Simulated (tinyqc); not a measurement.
Plane-wave Kohn-Sham cycle with exchange-only LDA in a layered model solid, step by step. One step of it, computed by the program tinyqc.

Question. Iteration 1: potential. V_H(G) = 4 pi rho(G)/G^2 for G != 0 (uniform background); v_x = -(3 rho/pi)^(1/3); V = V_ext + V_H + v_x; Fourier components f(G_m) = (1/N) sum_j f(x_j) exp(-i G_m x_j).

A solid whose potential varies along x alone (atomic units):
```
parameter                      value
period a                    7.900000
cross-section of the cell  32.000000
electrons per cell                 4
grid points                       16
plane waves -n..n, n               3
k points                           3
V1 in V1 cos(2 pi x/a)     -0.210000
```

density at the start, on the grid x_j = j a/N (e/bohr^3): 0.01582278  0.01582278  0.01582278  0.01582278  0.01582278  0.01582278  0.01582278  0.01582278  0.01582278  0.01582278  0.01582278  0.01582278  0.01582278  0.01582278  0.01582278  0.01582278

Give: Potentials on the grid; V(G_m), m = 0, 1, 2, ....

Answer.

Potentials on the grid (hartree):
```
x         V_ext     V_H      v_x        V
0.0000  -0.2100  0.0000  -0.2472  -0.4572
0.4938  -0.1940  0.0000  -0.2472  -0.4412
0.9875  -0.1485  0.0000  -0.2472  -0.3957
1.4812  -0.0804  0.0000  -0.2472  -0.3276
1.9750        0  0.0000  -0.2472  -0.2472
2.4688   0.0804  0.0000  -0.2472  -0.1669
2.9625   0.1485  0.0000  -0.2472  -0.0987
3.4562   0.1940  0.0000  -0.2472  -0.0532
3.9500   0.2100  0.0000  -0.2472  -0.0372
4.4437   0.1940  0.0000  -0.2472  -0.0532
4.9375   0.1485  0.0000  -0.2472  -0.0987
5.4313   0.0804  0.0000  -0.2472  -0.1669
5.9250        0  0.0000  -0.2472  -0.2472
6.4188  -0.0804  0.0000  -0.2472  -0.3276
6.9125  -0.1485  0.0000  -0.2472  -0.3957
7.4062  -0.1940  0.0000  -0.2472  -0.4412
```

V(G_m), m = 0, 1, 2, ... (hartree): -0.2472  -0.1050  0.0000  0.0000  0.0000  0.0000  0.0000
